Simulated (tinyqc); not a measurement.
Worked calculation: time-domain thermoreflectance: layered heat flow under a modulated pulse train, and what the signal ratio measures. Computed by tinyqc, a small Python program that keeps every step. Command: `OMP_NUM_THREADS=1 python tinyqc.py 3112427 3112428 out.jsonl tdtr walk`. One thread of a shared host (Intel(R) Xeon(R) Processor @ 2.30GHz), about 0.1 s of CPU time with the checks. Intermediate numbers are printed to about 6 digits and carried at full precision; extremes and crossings named in words are read from the listed rows.

Pulses repeat at 80 MHz; heat is laid down at the surface, all layers are isotropic.

Inputs (values chosen for the exercise, modelled on aluminium on sapphire):
```
quantity                                value        unit
metal thickness d                          89          nm
metal conductivity                        150     W/(m K)
metal heat capacity                      2.42  MJ/(m^3 K)
boundary conductance G under the metal    250  MW/(m^2 K)
substrate conductivity kappa             32.9     W/(m K)
substrate heat capacity C                3.04  MJ/(m^3 K)
modulation frequency f                      1         MHz
spot radius w (1/e^2, pump and probe)      16  micrometre
delay t                                   180          ps
```

Stack: metal, substrate.

## Length and time scales

Penetration depth sqrt(kappa/(pi f C)); effusivity sqrt(kappa C); cooling time of the metal d C_m/G; Kapitza length kappa/G.

penetration depth = 1.85604 micrometre

effusivity = 10000.8 W s^(1/2)/(m^2 K)

cooling time of the metal = 861.52 ps

Kapitza length = 131.6 nm

depth over spot radius = 0.116002

## Impedance at k = 0 and the modulation frequency

For radial wave number k and angular frequency W each layer has u = sqrt(4 pi^2 k^2 + i W C/kappa) and gamma = kappa u. Surface impedance from below: Z = 1/gamma for the substrate; a layer of thickness L maps Z to (Z + tanh(u L)/gamma)/(1 + gamma Z tanh(u L)); a boundary adds 1/G. Take k = 0 and W = 2 pi f.

Z of the substrate = 28.2072-28.2072i m^2 K/GW

Z at the surface = 30.4002-28.4459i m^2 K/GW

## Response at the modulation frequency

Response per absorbed watt H(W) = 2 pi int_0^(2/w) Z(k, W) exp(-pi^2 k^2 w^2) k dk by 20 Gauss-Legendre points.

H(2 pi f) = 0.0382050-0.0345157i K/mW

phase of H(2 pi f) = -42.0958 degrees

## Signal at one delay

Signal: X + iY = sum_(m = -M..M) H(2 pi (f + m f_r)) exp(i 2 pi m f_r t) exp(-pi (m/M)^2 x 4), f_r = 80 MHz, M = 4000, with H(-W) the complex conjugate of H(W); V_in = X, V_out = Y, ratio = -V_in/V_out.

V_in = 0.0884795 K/mW

V_out = -0.0344185 K/mW

ratio -V_in/V_out = 2.57070

## Ratio and sensitivities against delay

Sensitivity S = ln(ratio'/ratio)/ln(1.01) for a rise of one input by 1 %.

Ratio and sensitivities:
```
t (ps)    ratio  S to kappa     S to G     S to d    S to C      S to w
100     2.70843    0.377568  -0.037946  -0.611658  0.343538  -0.0576420
200     2.53996    0.362124  -0.081302  -0.550354  0.327529  -0.0580067
400     2.28243    0.330222  -0.138149  -0.432858  0.294595  -0.0586817
800     1.93380    0.271154  -0.192063  -0.264828  0.233672  -0.0599576
1500    1.58065    0.192013  -0.205237  -0.099638  0.151786  -0.0620030
2500    1.31439    0.123530  -0.173150  -0.001885  0.080232  -0.0645119
4000    1.10881    0.075230  -0.121879   0.037212  0.028532  -0.0675653
```

The largest sensitivity in size at 100 ps is to d (-0.61). kappa and C enter almost alike, through the effusivity. At 400 ps an error of 3 % in d passes on as 4 % in kappa.

Checks made by the program: steady rise of a bare substrate, 1/(2 sqrt(pi) w kappa), from the same quadrature (relative difference below 1e-10).
